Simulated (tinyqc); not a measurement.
# Area and perimeter leakage from two diodes

Problem. A square diode and a finger diode leak I = JA area + JP perimeter. Find JA, JP and the side of the square at which both parts are equal.

areas (um^2): [40000, 150000]
perimeters (um): [800, 60750]
leakage currents (pA): [1.048, 10.282500]

Solution. Two linear equations give JA and JP; for a square of side a, JA a^2 = 4 JP a at a = 4 JP/JA.

JA = 2.40e-9 A/cm^2
JP = 1.10e-12 A/cm
side for equal parts = 18.3 um

Numbers from tinyqc (`OMP_NUM_THREADS=1 python tinyqc.py 2290065 2290066 out.jsonl`; about 0.01 s on one thread of a shared Intel Xeon 2.30GHz).
